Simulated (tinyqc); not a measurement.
Stress along the channel: six-band hole subbands of a thin body in a field.

Basis X, Y, Z times spin, hole energies counted downwards from the unstrained edge (the hydrostatic shift is left out), c = hbar^2/2m0. For a symmetric tensor T let C(T) have C_XX = L Txx + M (Tyy + Tzz), C_XY = N Txy (cyclic), L = c (g1 + 4 g2), M = c (g1 - 2 g2), N = 6 c g3. k = q + kz n, n the unit normal, q = k1 u + k2 v with u along the channel [1-10] and v = n x u. H = C(k k^T) + (Dso/3)(1 - L.sigma) - B + e F z with (L_k)_ij = -i epsilon_kij; B is the block C built from the traceless strain with 2b, -b and sqrt(3) d in place of L, M, N. Strain: exx = eyy = (s11 + s12) sx/2, ezz = s12 sx, exy = -s44 sx/4. Hard walls at z = 0 and t; basis sin(j pi z/t), j = 1 to Nz: kz^2 = (j pi/t)^2, kz = -i D with D_jl = 4 j l/(t (j^2 - l^2)), z_jj = t/2 and z_jl = -8 t j l/(pi (j^2 - l^2))^2 for j + l odd; 1 MV/cm = 0.01 eV/angstrom.

Nz = 14. E1 is the top subband at q = 0, gap the distance to the next pair, and the masses are c q^2/(E(q) - E1) at |q| = 0.02 1/angstrom (mean of the spin pair) along the channel [1-10] and across it in the plane; a dash marks a band that does not rise.

Constants: hbar^2/2m0 = 3.80998211 eV angstrom^2.

Values chosen for the exercise (near those of a p-type Si channel; the results hold for these values, not for the real material): g1 = 4.3 (Luttinger gamma1); g2 = 0.34 (gamma2); g3 = 1.44 (gamma3); Dso = 0.043 eV (spin-orbit splitting); b = -2.14 eV (tetragonal potential); d = -4.78 eV (trigonal potential); S = (7.59, -2.11, 12.48) 1/TPa (compliances s11, s12, s44); face = 001 (surface); t = 60 angstrom (body thickness); F = 0.5 MV/cm (field across the body).

Each row has its own sx.

Results:

| sx (GPa) | E1 (meV) | gap (meV) | m channel | m across |
|---|---|---|---|---|
| -3.0 | 68.1 | 142.2 | 0.144 | 2.715 |
| -2.0 | 103.5 | 102.5 | 0.152 | 2.444 |
| -1.0 | 137.7 | 52.8 | 0.169 | 1.806 |
| -0.5 | 153.4 | 29.9 | 0.196 | 1.173 |
| 0.5 | 162.7 | 20.2 | 1.779 | 0.215 |
| 1.0 | 155.8 | 27.2 | 2.710 | 0.214 |

Give the missing row, sx (GPa) = 0.0.

Computed row:
```
sx (GPa)  E1 (meV)  gap (meV)  m channel  m across
0.0          164.5       14.5      0.415     0.415
```

Under 2 GPa of compression the channel mass goes from 0.415 to 0.152 m0, the mass across from 0.415 to 2.444; the gap to the next subband is 103, 15 and 27 meV at -2, 0 and +1 GPa. The lightest channel mass of the table, 0.144 m0, is at -3.0 GPa.

(tinyqc, `OMP_NUM_THREADS=1 python tinyqc.py 1251213 1251214 out.jsonl`, Intel(R) Xeon(R) Processor @ 2.30GHz, 1 thread, shared host, about 0.5 s.)
